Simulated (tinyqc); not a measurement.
## Modulation-doped quantum well, Poisson-Schroedinger loop with local exchange and correlation: effect of the well width

A well of width L centred at z = 0 between barriers Vb; effective-mass electrons, parabolic bands. The electrons come from donor sheets outside the mesh, a share fL of Ns on the left and the rest on the right, so the structure is neutral. Energies are counted from the band edge of the well, with U = 0 on the first node in the Hartree part.

Schroedinger equation -C d/dz (1/m) dpsi/dz + (V0 + U) psi = E psi, C = hbar^2/(2 m0), on a fine mesh (400 intervals across the well) with hard walls 13.5 nm outside the well edges (to within half a fine step); the lowest 2 levels are kept. V0 = 0 in the well and Vb outside, plus q Fz z (1 kV/cm = 1e-4 eV/nm). N_k = D Vt ln(1 + exp((EF - E_k)/Vt)), D = md m0 q/(pi hbar^2), sum N_k = Ns; n = sum N_k |psi_k|^2. dU/dz = q (fL Ns - integral of n from the left)/(eps0 eps_r). Added to it: V_xc = -(2 Ry/(pi al rs)) [1 + 0.7734 (rs/21) ln(1 + 21/rs)] (Hedin-Lundqvist), al = (4/(9 pi))^(1/3), rs = (3/(4 pi n))^(1/3)/aB, aB = 4 pi eps0 eps_r hbar^2/(md m0 q^2), Ry = q/(8 pi eps0 eps_r aB) in eV. The loop is converged to 1e-9 eV; shares under 0.001 % are printed as 0.

Parameters, values chosen for the exercise; material values close to those of GaAs in AlGaAs:

| symbol | value | unit | meaning |
|---|---|---|---|
| T | 20 | K | temperature |
| mw | 0.067 | m0 | mass along z in the well |
| mb | 0.0916 | m0 | mass along z in the barriers |
| md | 0.0662 | m0 | in-plane mass |
| Vb | 0.248 | eV | barrier height |
| eps_r | 13 |  | relative permittivity (all layers) |
| Ns | 4.5e11 | cm^-2 | sheet density of electrons |
| fL | 0 |  | share of the donors on the left side |
| Fz | 0 | kV/cm | applied field along z |

Constants: q = 1.602176634e-19 C, kB = 1.380649e-23 J/K, hbar = 1.054571817e-34 J s, m0 = 9.1093837015e-31 kg, Vt = kB T/q, eps0 = 8.8541878128e-14 F/cm where lengths are in cm, hbar^2/(2 m0) = 0.0380998212 eV nm^2. Results are converted to the units shown.

Effect of the well width:
```
L (nm),E2 - E1 (meV),EF - E1 (meV),share of E2 (%),centroid (nm),charge in the barriers (%),range of U in the well (meV)
9.6,93.5,16.3,0,0.380,3.87,28.8
12,67.8,16.3,0,0.698,2.53,34.8
15,48.3,16.3,0,1.31,1.77,40.9
19,33.7,16.3,0,2.50,1.37,46.7
24,24.5,16.3,0.0888,4.46,1.22,50.8
30,19.3,16.0,1.51,7.11,1.18,53.5
38,16.7,15.6,4.34,10.7,1.18,56.2
48,16.0,15.4,5.59,15.4,1.17,58.4
```

As L goes from 9.6 to 48, E2 - E1 falls from 93.5 to 16.0 meV, EF - E1 falls from 16.3 to 15.4 meV and the share of E2 rises from 0 to 5.59 %. EF stays below E2 throughout. The spacing goes as L^(-1.10) over the table; an empty well with infinite walls would give -2.

Program tinyqc, `OMP_NUM_THREADS=1 python tinyqc.py 2140126 2140127 out.jsonl`; Intel Xeon 2.30GHz, shared host, one thread, about 0.2 s.
